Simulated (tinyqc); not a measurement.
Delay unit and parasitic delay from two ring oscillators.

Inverse problem. A ring of 31 inverters oscillates at 1/(2 x 31 d), with stage delay d = tau (h + p) for fan-out h. Find tau, p and the delay at fan-out 4.

frequencies of 31-stage ring oscillators with fan-out 1 and 6 (GHz): [1.2401987, 0.40673183]

Answer. d is a straight line in h with slope tau and intercept tau p.

tau = 5.33 ps
p = 1.44
delay at fan-out 4 = 29.0 ps

tinyqc, about 0.01 s, one thread, Intel Xeon 2.30GHz (shared host): `OMP_NUM_THREADS=1 python tinyqc.py 2082015 2082016 out.jsonl`
